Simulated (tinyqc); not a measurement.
# Changing the noise amplitude

Model: cluster expansion of a binary alloy: correlations, fit, cross-validation and ground states. Computed by tinyqc, a small Python program. Command: `OMP_NUM_THREADS=1 python tinyqc.py 3022695 3022696 out.jsonl clex sweep`. One thread of a shared host (Intel(R) Xeon(R) Processor @ 2.30GHz), about 0.03 s of CPU time with the checks.

s = +1 for A and -1 for B. Energy per site E = J0 + J1 P(point) + sum over clusters of m V P, with P the mean product of spins; V > 0 on a pair favours unlike neighbours. Clusters per site m: pair 1 2, pair 2 2, pair 3 2, triplet 4; the triplet is two first-neighbour bonds at a right angle. Formation energies are counted from the line between pure A and pure B, which removes J0 and J1.

Inputs (values chosen for the exercise, for a model alloy):
```
quantity                    value  unit
first-pair interaction V1    20.1   meV
second-pair interaction V2   -6.2   meV
third-pair interaction V3    -1.8   meV
triplet interaction Vt       -0.8   meV
```

Lattice: square.

correlations P, counted on periodic cells:
```
                       point     pair 1     pair 2     pair 3    triplet
A                   1.000000   1.000000   1.000000   1.000000   1.000000
A3B p(2x2)          0.500000   0.000000   0.000000   1.000000  -0.500000
A3B c(4x2)          0.500000   0.000000   0.000000   0.500000  -0.500000
A2B diagonal rows   0.333333  -0.333333   0.333333  -0.333333  -0.333333
A2B rows            0.333333   0.333333  -0.333333   0.333333   0.333333
AB c(2x2)           0.000000  -1.000000   1.000000   1.000000   0.000000
AB p(2x1)           0.000000   0.000000  -1.000000   1.000000   0.000000
A2B2 rows           0.000000   0.500000   0.000000   0.000000   0.000000
AB2 diagonal rows  -0.333333  -0.333333   0.333333  -0.333333   0.333333
AB2 rows           -0.333333   0.333333  -0.333333   0.333333  -0.333333
AB3 p(2x2)         -0.500000   0.000000   0.000000   1.000000   0.500000
AB3 c(4x2)         -0.500000   0.000000   0.000000   0.500000   0.500000
B                  -1.000000   1.000000   1.000000   1.000000  -1.000000
```

standard normal numbers for the noise (0 for the pure ends): A 0.000, A3B p(2x2) -0.404, A3B c(4x2) 1.816, A2B diagonal rows 1.122, A2B rows 0.842, AB c(2x2) 0.163, AB p(2x1) -0.221, A2B2 rows -0.747, AB2 diagonal rows -0.087, AB2 rows 0.375, AB3 p(2x2) -1.465, AB3 c(4x2) -0.501, B 0.000

Method:
- Design matrix of formation energies: m (P - 1) for pairs and m (P(triplet) - P(point)) for the triplet; x = (1 - P(point))/2.
- Exact: X V with V = (V1, V2, V3, Vt). The data to fit add the noise amplitude times the normal numbers, standing for what the clusters leave out.
- Leave out pair 3: A = X^T X and b = X^T E (E being the data with noise) over these three columns; solve A V = b. The root-mean-square error runs over the structures between the pure ends.
- For each set, H = X (X^T X)^-1 X^T over the structures between the ends; residual e = E - H E; leave-one-out error e_i/(1 - H_ii); both as root mean squares.

One run for each value; columns: (1) noise amplitude (meV/site); (2) leave-one-out error without pair 3 (meV/site); (3) leave-one-out error with all four (meV/site); (4) root-mean-square error of the three-cluster fit (meV/site):
```
(1)      (2)    (3)    (4)
0.20    3.09   0.17   1.98
0.39    3.18   0.34   2.04
0.75    3.36   0.65   2.17
1.40    3.74   1.22   2.45
2.80    4.71   2.44   3.17
5.40    6.75   4.71   4.71
10.00  10.64   8.73   7.63
20.00  19.41  17.45  14.19
```

Over the rows, leave-one-out error without pair 3 (meV/site) rises from 3.09 to 19.4 (exponent d ln y / d ln x 0.043 between the first rows and 0.87 between the last); leave-one-out error with all four (meV/site) rises from 0.175 to 17.5 (exponent d ln y / d ln x about 1.0 throughout); root-mean-square error of the three-cluster fit (meV/site) rises from 1.98 to 14.2 (exponent d ln y / d ln x 0.046 between the first rows and 0.89 between the last). With all four clusters the error is pure noise and scales with it. Leaving out pair 3 leaves a floor set by V3 once the noise is small enough, and does not predict better in this range.
